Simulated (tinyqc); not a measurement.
Lossy on-chip transmission line with skin effect: one step of the calculation.

A uniform line in a homogeneous dielectric: c = sqrt(er)/(c0 Z0), l = Z0 sqrt(er)/c0 (c0 = 299792458 m/s), g = w c td, w = 2 pi f. The resistance joins its limits as r = sqrt(r_dc^2 + r_hf^2), with r_dc = rho/(wd th), r_hf = kr rho/(2 delta (wd + th)), delta = sqrt(rho/(pi f mu0)), mu0 = 4 pi 1e-7 H/m; this is an interpolation, and internal inductance, up to 0.05 nH/mm at low frequency, is neglected.

Task. Line constants. delta, r_dc, r_hf, r, l, c and g as defined.

Parameters, values chosen for the exercise:

| symbol | value | unit | meaning |
|---|---|---|---|
| wd | 0.51 | um | width of the strip |
| th | 0.51 | um | thickness of the strip |
| rho | 2 | uohm cm | resistivity |
| er | 3 |  | relative permittivity |
| td | 0.01 |  | loss tangent |
| Z0 | 50 | ohm | lossless impedance sqrt(l/c) |
| kr | 1.5 |  | factor for crowding and the return path |
| f | 0.69 | GHz | frequency |

Give: delta; r_dc; r_hf; r; l; c; g.

Result.

delta = 2.710 um
r_dc = 76.89 ohm/mm
r_hf = 5.427 ohm/mm
r = 77.08 ohm/mm
l = 0.2889 nH/mm
c = 115.5 pF/m
g = 0.005010 S/m

r is 1.00 times r_dc; the skin depth is 5.31 of the thickness.

tinyqc, about 0.01 s, one thread, Intel Xeon 2.30GHz (shared host): `OMP_NUM_THREADS=1 python tinyqc.py 2810173 2810174 out.jsonl`
